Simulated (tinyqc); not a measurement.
# Random telegraph noise from one oxide trap in a small MOSFET: effect of the temperature

An acceptor-like trap exchanges electrons with the channel. Inversion charge Q = Cox u, u = n Vt W0(exp((Vg - VT)/(n Vt))), W0 the Lambert function, n = nf, Cox = eps0 eox/tox; linear regime Id = (W/L) mu Q Vd. Relative to threshold the surface potential rises by Vt ln(u/u0) and the oxide voltage by the rest of Vg - VT, with u0 = n Vt W0(1).

N = Cox u/q; dpsi = Vt ln(u/u0); E = E0 - dpsi - (xt/tox)(Vg - VT - dpsi); capture time tc = 1/[(N/zi) vth s0 exp(-xt/lt - EB/Vt)]; emission time te = tc exp(-E/Vt); occupancy te/(tc + te). A = W L; threshold step dV = q (1 - xt/tox)/(Cox A); gm/Id = 1/(u + n Vt); relative step dI/I = (gm/Id) dV + asc mu/A. fc = (1/tc + 1/te)/(2 pi); rms = (dI/I) sqrt(tc te)/(tc + te). VT, nf, vth and mu are held fixed.

Parameters, values chosen for the exercise; values of the order met in silicon transistors:
- eox = 3.9 (relative permittivity of the gate insulator (close to silicon dioxide))
- tox = 3.7 nm (insulator thickness)
- xt = 1.7 nm (depth of the trap from the channel interface)
- E0 = 0.22 eV (trap level above the channel Fermi level at threshold)
- s0 = 7e-15 cm^2 (capture prefactor)
- EB = 0.41 eV (capture barrier (lattice relaxation))
- lt = 0.14 nm (tunnelling decay length)
- vth = 2e7 cm/s (thermal velocity)
- zi = 2 nm (thickness of the inversion layer)
- VT = 0.3 V (threshold voltage)
- nf = 1.2 (body factor)
- W = 37 nm (gate width)
- L = 64 nm (gate length)
- mu = 110 cm^2/(V s) (mobility)
- asc = 2e-16 V s (scattering coefficient of the charged trap)
- Vd = 0.05 V (drain voltage)
- Vg = 0.77 V (gate voltage)

Constants: q = 1.602176634e-19 C, kB = 1.380649e-23 J/K, Vt = kB T/q, eps0 = 8.8541878128e-14 F/cm where lengths are in cm. Results are converted to the units shown.

Effect of the temperature:

| T (K) | E (eV) | tc (s) | te (s) | occupancy | dI/I (%) | fc (Hz) | rms dI/I (%) |
|---|---|---|---|---|---|---|---|
| 180 | -0.02668 | 3.368e4 | 1.881e5 | 0.8481 | 1.002 | 5.571e-6 | 0.3597 |
| 210 | -0.03015 | 783.1 | 4143 | 0.8410 | 1.008 | 2.417e-4 | 0.3687 |
| 240 | -0.03339 | 46.74 | 234.9 | 0.8340 | 1.013 | 0.004083 | 0.3770 |
| 270 | -0.03643 | 5.230 | 25.04 | 0.8272 | 1.017 | 0.03679 | 0.3847 |
| 300 | -0.03929 | 0.9084 | 4.153 | 0.8205 | 1.021 | 0.2135 | 0.3917 |
| 330 | -0.04200 | 0.2172 | 0.9511 | 0.8141 | 1.023 | 0.9001 | 0.3980 |
| 360 | -0.04455 | 0.06599 | 0.2775 | 0.8079 | 1.025 | 2.985 | 0.4038 |
| 390 | -0.04698 | 0.02410 | 0.09754 | 0.8018 | 1.026 | 8.234 | 0.4090 |

As T goes from 180 to 390, tc falls from 33700 to 0.0241 s, te falls from 1.88e5 to 0.0975 s and dI/I rises from 1.00 to 1.03 %. Activation energies over the table: 0.408 eV for capture (EB = 0.41 eV, altered by the change of N) and 0.417 eV for emission.

Range of the model: VT is taken as given; short-channel effects and the uneven flow of current among few electrons are left out.

tinyqc, about 0.01 s, one thread, Intel Xeon 2.30GHz (shared host): `OMP_NUM_THREADS=1 python tinyqc.py 2710093 2710094 out.jsonl`
